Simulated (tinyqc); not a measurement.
Inside a calculation. Method: UHF in the sto-3g basis, for BeH, spin multiplicity 2. This run ends on a higher stationary point, not on the lowest solution. One step of it, computed by the program tinyqc.

Problem. Iteration 1: diagonalisation and new density. Diagonalise F' = X^T F X, C = X C', fill 3 alpha and 2 beta electrons from the bottom; D(s) = C_occ C_occ^T. Each column has its largest component positive (the first on a tie).

F(alpha) (hartree):
```
            1Be 1s     1Be 2s   1Be 2px   1Be 2py    1Be 2pz      2H 1s
1Be 1s   -4.194870  -1.218057  0.000000  0.000000   0.014689  -0.112224
1Be 2s   -1.218057  -0.448719  0.000000  0.000000  -0.155003  -0.217481
1Be 2px   0.000000   0.000000  0.300257  0.133419   0.000000   0.000000
1Be 2py   0.000000   0.000000  0.133419  0.033781   0.000000   0.000000
1Be 2pz   0.014689  -0.155003  0.000000  0.000000   0.179600  -0.176747
2H 1s    -0.112224  -0.217481  0.000000  0.000000  -0.176747  -0.137841
```

F(beta) (hartree):
```
            1Be 1s     1Be 2s    1Be 2px    1Be 2py    1Be 2pz      2H 1s
1Be 1s   -4.180264  -1.196169   0.000000   0.000000   0.014689  -0.110058
1Be 2s   -1.196169  -0.356454   0.000000   0.000000  -0.155003  -0.206396
1Be 2px   0.000000   0.000000   0.386938  -0.017159   0.000000   0.000000
1Be 2py   0.000000   0.000000  -0.017159   0.421208   0.000000   0.000000
1Be 2pz   0.014689  -0.155003   0.000000   0.000000   0.203850  -0.172759
2H 1s    -0.110058  -0.206396   0.000000   0.000000  -0.172759  -0.135115
```

X:
```
            1Be 1s     1Be 2s   1Be 2px   1Be 2py    1Be 2pz      2H 1s
1Be 1s    1.027368  -0.140612  0.000000  0.000000  -0.006385   0.019772
1Be 2s   -0.140612   1.062504  0.000000  0.000000   0.045335  -0.163529
1Be 2px   0.000000   0.000000  1.000000  0.000000   0.000000   0.000000
1Be 2py   0.000000   0.000000  0.000000  1.000000   0.000000   0.000000
1Be 2pz  -0.006385   0.045335  0.000000  0.000000   1.057206  -0.207402
2H 1s     0.019772  -0.163529  0.000000  0.000000  -0.207402   1.091543
```

Give: F' = X^T F X; orbital energies; coefficients C; F' = X^T F X; orbital energies; coefficients C; D(alpha) after iteration 1; D(beta) after iteration 1.

Solution.

F' = X^T F X (alpha) (hartree):
```
         1        2       3       4        5        6
1  -4.0884  -0.6683  0.0000  0.0000   0.0244   0.0121
2  -0.6683  -0.1709  0.0000  0.0000  -0.1037  -0.1605
3   0.0000   0.0000  0.3003  0.1334   0.0000   0.0000
4   0.0000   0.0000  0.1334  0.0338   0.0000   0.0000
5   0.0244  -0.1037  0.0000  0.0000   0.2607  -0.2066
6   0.0121  -0.1605  0.0000  0.0000  -0.2066  -0.0201
```

orbital energies (alpha) (hartree): MO1 -4.1993, MO2 -0.2895, MO3 -0.0215, MO4 0.0990, MO5 0.3556, MO6 0.3711

coefficients C (alpha):
```
             MO1      MO2      MO3      MO4     MO5      MO6
1Be 1s    0.9905  -0.1877   0.0000  -0.2434  0.0000   0.0044
1Be 2s    0.0347   0.5946   0.0000   0.9052  0.0000   0.0576
1Be 2px   0.0000   0.0000  -0.3830   0.0000  0.9237   0.0000
1Be 2py   0.0000   0.0000   0.9237   0.0000  0.3830   0.0000
1Be 2pz  -0.0011   0.2872   0.0000  -0.1097  0.0000   1.0336
2H 1s    -0.0033   0.5471   0.0000  -0.7194  0.0000  -0.6669
```

F' = X^T F X (beta) (hartree):
```
         1        2        3        4        5        6
1  -4.0774  -0.6597   0.0000   0.0000   0.0245   0.0115
2  -0.6597  -0.0767   0.0000   0.0000  -0.1014  -0.1632
3   0.0000   0.0000   0.3869  -0.0172   0.0000   0.0000
4   0.0000   0.0000  -0.0172   0.4212   0.0000   0.0000
5   0.0245  -0.1014   0.0000   0.0000   0.2861  -0.2075
6   0.0115  -0.1632   0.0000   0.0000  -0.2075  -0.0191
```

orbital energies (beta) (hartree): MO1 -4.1835, MO2 -0.2546, MO3 0.1586, MO4 0.3798, MO5 0.3924, MO6 0.4283

coefficients C (beta):
```
             MO1      MO2      MO3     MO4      MO5      MO6
1Be 1s    0.9921  -0.1594  -0.2568  0.0000   0.0086   0.0000
1Be 2s    0.0292   0.4998   0.9619  0.0000   0.0403   0.0000
1Be 2px   0.0000   0.0000   0.0000  0.9237   0.0000  -0.3830
1Be 2py   0.0000   0.0000   0.0000  0.3830   0.0000   0.9237
1Be 2pz  -0.0016   0.2848  -0.0553  0.0000   1.0386   0.0000
2H 1s    -0.0024   0.6245  -0.6763  0.0000  -0.6436   0.0000
```

D(alpha) after iteration 1:
```
          1Be 1s   1Be 2s  1Be 2px  1Be 2py  1Be 2pz    2H 1s
1Be 1s    1.0164  -0.0773   0.0000   0.0000  -0.0550  -0.1060
1Be 2s   -0.0773   0.3547   0.0000   0.0000   0.1707   0.3252
1Be 2px   0.0000   0.0000   0.1467  -0.3538   0.0000   0.0000
1Be 2py   0.0000   0.0000  -0.3538   0.8533   0.0000   0.0000
1Be 2pz  -0.0550   0.1707   0.0000   0.0000   0.0825   0.1571
2H 1s    -0.1060   0.3252   0.0000   0.0000   0.1571   0.2993
```

D(beta) after iteration 1:
```
          1Be 1s   1Be 2s  1Be 2px  1Be 2py  1Be 2pz    2H 1s
1Be 1s    1.0097  -0.0507   0.0000   0.0000  -0.0470  -0.1019
1Be 2s   -0.0507   0.2506   0.0000   0.0000   0.1423   0.3120
1Be 2px   0.0000   0.0000   0.0000   0.0000   0.0000   0.0000
1Be 2py   0.0000   0.0000   0.0000   0.0000   0.0000   0.0000
1Be 2pz  -0.0470   0.1423   0.0000   0.0000   0.0811   0.1778
2H 1s    -0.1019   0.3120   0.0000   0.0000   0.1778   0.3900
```
